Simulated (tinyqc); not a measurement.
## Via and link resistance from two via chains

Question. A chain of 5000 vias joined by 5000 metal links has R = 5000 (Rv + Rlink), with Rlink proportional to the link length. Find Rv, Rlink for length L, and the value of Rv that the short chain would give if the links were ignored.

resistance of chains of 5000 links with link lengths L and 3 L (ohm): 87000  2.07e5

Solution. R per link is a straight line in the link length; its intercept at zero length is Rv.

Rv = 5.40 ohm
Rlink = 12.0 ohm
Rv without correction = 17.4 ohm

Program tinyqc, `OMP_NUM_THREADS=1 python tinyqc.py 2750206 2750207 out.jsonl`; Intel Xeon 2.30GHz, shared host, one thread, about 0.01 s.
